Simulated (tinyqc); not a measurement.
Tunnelling through a thin dielectric with one trap, as a tight-binding chain, step by step. Values are carried at full precision from step to step, so a last printed digit may differ when a step is redone from the rounded ones.

Hopping -t everywhere, t = c/(m a^2), c = hbar^2/2m0; lead sites at 2t (band bottom 0), barrier sites 1 to N at 2t + phi, and site j has U besides. No voltage. Leads give S = -t exp(ika) on sites 1 and N, cos(ka) = 1 - E/(2t). T = (2 t sin(ka))^2 |G_1N|^2, G = (E - H - S)^-1. In the barrier cosh(q a) = 1 + (phi - E)/(2t).

Constants: hbar^2/2m0 = 3.80998211 eV angstrom^2; hbar = 6.58211957e-16 eV s.

Values chosen for the exercise (barrier and mass of the size used for SiO2 on silicon; not measured data): a = 2 angstrom (site spacing); m = 0.46 m0 (mass, the same in leads and barrier); phi = 2.89 eV (conduction edge of the barrier above that of the leads); U = -4.78 eV (extra energy on the trap site); E = 0.71 eV (electron energy); N = 9 (barrier sites); j = 3 (site of the trap).

## Scales

Form t, ka, q a, and the level of the trap in an endless barrier, Eb = phi + 2t - sqrt(4 t^2 + U^2).

t = 2.07064 eV
ka = 0.594273 rad
q a = 0.98568
Eb = 0.7068 eV

## The matrix E - H - S

Fill it in.

E - H - S (eV):
```
                   1         2         3         4         5
1  -4.60564+1.15937i   2.07064   0.00000   0.00000   0.00000
2            2.07064  -6.32128   2.07064   0.00000   0.00000
3            0.00000   2.07064  -1.54128   2.07064   0.00000
4            0.00000   0.00000   2.07064  -6.32128   2.07064
5            0.00000   0.00000   0.00000   2.07064  -6.32128
6            0.00000   0.00000   0.00000   0.00000   2.07064
7            0.00000   0.00000   0.00000   0.00000   0.00000
8            0.00000   0.00000   0.00000   0.00000   0.00000
9            0.00000   0.00000   0.00000   0.00000   0.00000

          6         7         8                  9
1   0.00000   0.00000   0.00000            0.00000
2   0.00000   0.00000   0.00000            0.00000
3   0.00000   0.00000   0.00000            0.00000
4   0.00000   0.00000   0.00000            0.00000
5   2.07064   0.00000   0.00000            0.00000
6  -6.32128   2.07064   0.00000            0.00000
7   2.07064  -6.32128   2.07064            0.00000
8   0.00000   2.07064  -6.32128            2.07064
9   0.00000   0.00000   2.07064  -4.60564+1.15937i
```

## Transmission

Invert the matrix; T = (2 t sin(ka))^2 |G_1N|^2.

first row of G (1/eV): 0.4310-0.4277i  1.202-1.193i  3.239-3.213i  1.209-1.199i  0.4512-0.4475i  0.1686-0.1669i  0.06341-0.06207i  0.02502-0.02259i  0.01298-0.006887i

T = 0.001161

Without the trap T is 6.75e-08: the trap changes it by a factor 1.72e+04 at this energy.

## The resonance

Resonance: the lowest eigenvalue of H + S(E), iterated until its real part equals E (40 rounds from Eb = phi + 2t - sqrt(4t^2 + U^2), the level in an endless barrier). With v the normalised squared amplitudes of that state, Gamma_L = 2 t sin(ka) v_1, Gamma_R = 2 t sin(ka) v_N; Breit-Wigner T = Gamma_L Gamma_R/((E - Er)^2 + (Gamma_L + Gamma_R)^2/4).

Find Er, the two widths, the peak height 4 Gamma_L Gamma_R/(Gamma_L + Gamma_R)^2 and the escape time hbar/(Gamma_L + Gamma_R).

Er = 0.6962 eV

widths (meV): left 47.18, right 0.01745

peak height = 0.001478
escape time = 13.9 fs

squared amplitudes: 0.0205  0.1079  0.7508  0.1040  0.0144  0.0020  0.0003  0.0000  0.0000

The nearby leads move the level 10.7 meV below its value in an endless barrier. The trap is closer to the left lead, which takes 100.0 % of the escapes.

## Checks

- T at Er from the chain against the Breit-Wigner peak: both 0.00148.
- T without trap against the closed form for a lattice barrier: both 6.749e-08.

(tinyqc, `OMP_NUM_THREADS=1 python tinyqc.py 1451982 1451983 out.jsonl`, Intel(R) Xeon(R) Processor @ 2.30GHz, 1 thread, shared host, about 0.04 s.)
